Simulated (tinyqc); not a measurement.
# Resistance of a tapered via with liner, size effect and interface: several studies

A round via whose diameter grows from db at the bottom as D(z) = db + 2 z/tan(ang). The fill, of diameter D - 2 tl, starts above the bottom liner (thickness fb tl) and has rho = rho0 (1 + ks lam/(D - 2 tl)); the sidewall liner conducts in parallel with it. The bottom liner and the interface are crossed over the full area pi db^2/4. Spreading in the lines above and below is left out.

Parameters, values chosen for the exercise; fill metal close to ruthenium:
```
symbol,value,unit,meaning
db,12,nm,diameter at the bottom
hv,42,nm,height
ang,88,degrees,sidewall angle
rho0,7.76,uohm cm,bulk resistivity of the fill
lam,6.4,nm,mean free path of the fill
ks,1,,size-effect factor
tl,0.4,nm,liner on the sidewall
fb,0.7,,liner at the bottom over that on the sidewall
rl,250,uohm cm,resistivity of the liner
ri,9.8e-13,ohm cm^2,interface resistivity at the bottom
Sb,1.5e15,S/m^2,"ballistic conductance per area, about 3/(4 rho0 lam)"
rho2,5.14,uohm cm,bulk resistivity of the second fill (close to tungsten)
lam2,15.3,nm,its mean free path
tl2,3.3,nm,its liner
```

Each table varies one quantity; the others keep the values above.

## Via resistance against the diameter at the bottom

Slices between z0 = fb tl and hv, evaluated at their midpoints: conductance per length pi/4 [(D - 2 tl)^2/rho + (D^2 - (D - 2 tl)^2)/rl], slice resistance = slice height over that. 2000 slices. R_fill = sum of the slices; R_bottom = rl fb tl/(pi db^2/4); R_interface = ri/(pi db^2/4); ballistic (Sharvin) limit 1/(Sb pi (db - 2 tl)^2/4); ideal cylinder rho0 hv/(pi db^2/4).

Results:
columns A: db (nm); B: R_fill (ohm); C: R_bottom (ohm); D: R_interface (ohm); E: R (ohm); F: ballistic limit (ohm); G: R over ideal cylinder; H: largest part
```
A          B        C         D        E        F       G     H
6     191.57   24.757    3.4660   219.80   31.392  1.9068  fill
8.3   90.079   12.938    1.8113   104.83   15.090  1.7403  fill
11    47.480   7.3658    1.0312   55.877   8.1587  1.6293  fill
16    20.624   3.4815   0.48741   24.593   3.6739  1.5172  fill
22    10.301   1.8415   0.25780   12.400   1.8886  1.4463  fill
30    5.2977  0.99030   0.13864   6.4266  0.99553  1.3938  fill
42    2.6026  0.50525  0.070736   3.1786  0.50006  1.3512  fill
80   0.68334  0.13926  0.019496  0.84210  0.13532  1.2987  fill
```

Estimate the missing row, db = 58 nm.

Computed row:
columns A: db (nm); B: R_fill (ohm); C: R_bottom (ohm); D: R_interface (ohm); E: R (ohm); F: ballistic limit (ohm); G: R over ideal cylinder; H: largest part
```
A        B        C         D       E        F       G     H
58  1.3275  0.26494  0.037092  1.6295  0.25943  1.3210  fill
```

With this row back in the table: R falls from 220 to 0.842 ohm. The fill is the largest part at db = 6 and in all other rows. R goes as db^(-2.28) between the first two rows and db^(-2.05) between the last two; area alone gives -2.

## Via resistance against the sidewall angle

Same model as above.

2000 slices.

The same in every row: R_bottom (ohm) = 6.189; R_interface (ohm) = 0.8665; ballistic limit (ohm) = 6.767.

Via resistance against the sidewall angle:
```
ang (degrees)  R_fill (ohm)  R (ohm)  R over ideal cylinder  largest part
90                    51.27    58.32                  2.024          fill
89                    44.36    51.41                  1.784          fill
88                    39.05    46.11                  1.600          fill
87                    34.85    41.91                  1.454          fill
86                    31.45    38.50                  1.336          fill
84                    26.26    33.31                  1.156          fill
82                    22.49    29.55                  1.025          fill
```

What does the table show?

R falls from 58.3 to 29.5 ohm. The fill is the largest part at ang = 90 and in all other rows. The share of the two bottom terms goes from 12.1 to 23.9 %.

## Two fill metals against the diameter

2000 slices. R_fill = sum of the slices; R_bottom = rl fb tl/(pi db^2/4); R_interface = ri/(pi db^2/4). The second fill has rho2, lam2 and tl2 in place of rho0, lam and tl.

Two fill metals against the diameter:
```
db (nm)  R, first fill (ohm)  R, second fill (ohm)  ratio second/first
12                     46.11                 205.1               4.447
17                     21.57                 65.56               3.039
24                     10.30                 25.77               2.501
35                     4.650                 10.43               2.242
49                     2.308                 4.914               2.129
70                     1.107                 2.283               2.063
100                   0.5340                 1.081               2.025
```

What does the comparison show?

The ratio goes from 4.45 to 2.02. The first fill gives the lower R in every row.

Program tinyqc, `OMP_NUM_THREADS=1 python tinyqc.py 2750063 2750064 out.jsonl`; Intel Xeon 2.30GHz, shared host, one thread, about 0.01 s.
